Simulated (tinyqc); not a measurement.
Inside a calculation. Model: thermal, flicker and telegraph noise of a field-effect transistor. Computed by tinyqc, a small Python program that keeps every step. Command: `OMP_NUM_THREADS=1 python tinyqc.py 3024392 3024393 out.jsonl noise walk`. One thread of a shared host (Intel(R) Xeon(R) Processor @ 2.30GHz), about 0.01 s of CPU time with the checks. Intermediate numbers are printed to about 6 digits and carried at full precision; extremes and crossings named in words are read from the listed rows.

Strong inversion, threshold roll-off and channel-length modulation left out; noise sources are uncorrelated and are given as one-sided spectral densities.

Inputs (values chosen for the exercise, modelled on a silicon n-channel):

| quantity | value | unit |
|---|---|---|
| width W | 0.87 | micrometre |
| length L | 700 | nm |
| electrical oxide thickness t | 3.3 | nm |
| mobility mu | 380 | cm^2/(V s) |
| saturation velocity v_s | 0.91 | 1e7 cm/s |
| overdrive V_ov | 0.68 | V |
| thermal noise factor gamma | 1.5 | - |
| oxide trap density N_t | 7.2e+16 | 1/(eV cm^3) |
| oxide barrier phi | 2.6 | eV |
| oxide mass m_ox | 0.22 | m_0 |
| frequency f | 1000 | Hz |
| temperature T | 200 | K |

Operating region: saturation. Flicker model: number fluctuation.

Constants: eps_0 = 8.8541878128e-12 F/m; hbar = 1.054571817e-34 J s; m_0 = 9.1093837015e-31 kg; e = 1.602176634e-19 C; k_B = 8.617333262e-05 eV/K; k_B = 1.380649e-23 J/K.

## Operating point

C_ox = 3.9 eps_0/t; V_c = 2 v_s L/mu; I = W C_ox v_s V_ov^2/(V_ov + V_c); g_m = W C_ox v_s V_ov (V_ov + 2 V_c)/(V_ov + V_c)^2; g_d0 = mu C_ox (W/L) V_ov.

C_ox = 1.04640 microfarad/cm^2

drain current I = 94.9925 microampere

g_m = 255.834 microsiemens

g_d0 = 336.057 microsiemens

## Flicker noise

Tunnelling length lambda = hbar/(2 sqrt(2 m_ox phi)); flat-band noise S_Vfb = e^2 k_B T lambda N_t/(W L C_ox^2 f). S_I = g_m^2 S_Vfb.

tunnelling length lambda = 1.29043 angstrom

S_Vfb = 6.16415e-14 V^2/Hz

flicker S_I = 4.03450e-21 A^2/Hz

flicker S_I/I^2 = 4.47106e-13 1/Hz

Caution: fewer than one trap per decade of time constant is active, so one device shows telegraph steps and the 1/f law is only a mean over many devices.

## Thermal noise and corner

Thermal: S_I = 4 k_B T gamma g_d0; input-referred S_V = S_I/g_m^2; corner f_c where flicker equals thermal. Total input noise from 1 Hz to f_c: sqrt(S_V,thermal [f_c ln(f_c/1 Hz) + f_c - 1 Hz]).

thermal S_I = 5.56772e-24 A^2/Hz

input-referred thermal noise = 9.22319 nV/sqrt(Hz)

corner frequency f_c = 724622 Hz

input noise up to f_c = 29.8897 microvolt

full shot noise 2eI over thermal S_I = 5.46704

At f the noise is flicker dominated (f_c/f = 725).

## How many traps?

Active traps per decade of time constant: N_dec = N_t k_B T W L lambda ln(10); a single trap at the interface shifts the threshold by e/(W L C_ox) and the current by g_m times that; tunnelling depth for frequency f, z = lambda ln(1/(2 pi f tau_0)), tau_0 = 1e-10 s.

traps per decade = 0.224544

threshold step of one trap = 0.0251416 mV

current step of one trap = 0.00677115 %

depth probed at f = 1.84276 nm

With fewer than one trap per decade the spectrum is not a smooth 1/f but a few Lorentzians, seen in time as telegraph steps, and S_Vfb is only the mean over many devices.

## Telling the models apart

The formulas are those given above.

Against the overdrive:

| V_ov (V) | I (microampere) | (g_m/I)^2 (1/V^2) | S_I/I^2 (1/Hz) | S_I/g_m^2 (V^2/Hz) |
|---|---|---|---|---|
| 0.20 | 9.328 | 94.4496 | 5.82202e-12 | 6.16415e-14 |
| 0.25 | 14.372 | 59.6358 | 3.67605e-12 | 6.16415e-14 |
| 0.32 | 23.098 | 35.7331 | 2.20264e-12 | 6.16415e-14 |
| 0.40 | 35.322 | 22.4062 | 1.38115e-12 | 6.16415e-14 |
| 0.50 | 53.758 | 13.9909 | 8.62419e-13 | 6.16415e-14 |
| 0.63 | 82.560 | 8.5469 | 5.26846e-13 | 6.16415e-14 |
| 0.80 | 127.678 | 5.1039 | 3.14614e-13 | 6.16415e-14 |
| 1.00 | 190.330 | 3.1338 | 1.93172e-13 | 6.16415e-14 |

S_I/I^2 falls as V_ov^-2.06 at first and V_ov^-2.19 at the end; (g_m/I)^2 as V_ov^-2.06 and V_ov^-2.19. The two run parallel and the input-referred noise is flat: the mark of pure number fluctuation.

Checks made by the program: g_m against a numerical derivative of I (relative difference below 1e-10).
